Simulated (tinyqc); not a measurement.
Inside a calculation. Method: tight binding, kagome lattice. One step of it, computed by the program tinyqc.

Task: Bloch Hamiltonian at k. H_AB = -t1 - t2 exp(-i k.a1), H_AC = -t1 - t2 exp(-i k.a2), H_BC = -t1 - t2 exp(i k.(a1 - a2)), H_CC = delta.

Parameters chosen for this model:
```
parameter,value,unit
t1,1.960000,"eV, up triangles"
t2,1.960000,"eV, down triangles"
delta,0,eV on site C
```

k point k (fractions of the reciprocal vectors): -0.080000  -0.120000

Give: H(k) at k.

Result:

H(k) at k (eV), lower triangle (Hermitian):
```
,A,B,C
A,0.0000
B,-3.6776+0.9442i,0.0000
C,-3.3888+1.3417i,-3.8584+0.4874i,0.0000
```
